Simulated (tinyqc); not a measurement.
Grain growth, pinning, strength and diffusional creep of a polycrystal or thin film: one step, computed by the program tinyqc. Command: `OMP_NUM_THREADS=1 python tinyqc.py 3004393 3004394 out.jsonl grain walk`. One thread of a shared host (Intel(R) Xeon(R) Processor @ 2.30GHz), about 0.01 s of CPU time with the checks.

One mean grain size d describes the structure.

Task: Diffusional creep at T_c. Nabarro-Herring rate = 14 sigma Omega D_l/(k_B T d^2), D_l = D0 exp(-Q_l/(k_B T)); Coble rate = 14 pi sigma Omega delta D_b/(k_B T d^3), delta D_b = delta D0b exp(-Q_b/(k_B T)); they are equal at d_x = pi delta D_b/D_l.

Inputs (values chosen for the exercise, modelled on aluminium):

| quantity | value | unit |
|---|---|---|
| atomic volume Omega | 16.59 | angstrom^3 |
| anneal temperature T | 381 | K |
| lattice diffusion energy Q_l | 1.48 | eV |
| boundary diffusion energy Q_b | 0.89 | eV |
| lattice prefactor D0 | 8.2e-05 | m^2/s |
| boundary prefactor delta D0b | 4.4e-15 | m^3/s |
| applied stress sigma | 170 | MPa |
| service temperature T_c | 462 | K |

grain size d = 159.8631 nm

Constants: k_B = 1.380649e-23 J/K; k_B = 8.617333262e-05 eV/K.

Give: Nabarro-Herring rate; Coble rate; crossover size d_x; time to 1 % strain.

Result:

Nabarro-Herring rate = 1.423e-06 1/s

Coble rate = 0.004096 1/s

crossover size d_x = 460.1 micrometre

time to 1 % strain = 2.440 s

Boundary diffusion carries the creep, by a factor 2900. Caution: sigma Omega is not small against k_B T, as the linear creep laws assume. Caution: T_c is above the anneal temperature, so the grains would go on growing in service.
